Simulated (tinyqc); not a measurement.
A particle near a wafer in liquid: double-layer and van der Waals forces (DLVO), deposition barrier and removal: one step, computed by the program tinyqc.

Sphere and flat wall, Derjaguin approximation, constant potentials in the linear-superposition form, no retardation and no hydration force.

Task: Removing an attached particle. Adhesion F_a = A R/(6 h0^2) [1 + a^2/(R h0)] - kappa Z R exp(-kappa h0), a the contact radius. Drag in a shear flow F_d = 1.7 x 6 pi mu R^2 G, acting at 1.4 R; rolling starts when 1.4 R F_d = a F_a. Wall shear stress = mu G.

Inputs (values chosen for the exercise, of the order of those for silica on silicon in water): particle radius R = 17 nm; Hamaker constant A = 1.4e-20 J; temperature T = 343 K; contact distance h0 = 0.4 nm; contact radius over R = 0.047; viscosity = 0.81 mPa s.

kappa = 0.8051227 1/nm

Z = -15.00032 pN

Give: van der Waals adhesion; net adhesion F_a; wall shear stress for rolling; shear rate G.

Result:

van der Waals adhesion = 271.2 pN

net adhesion F_a = 420.0 pN

wall shear stress for rolling = 1522 Pa

shear rate G = 1.880e+06 1/s
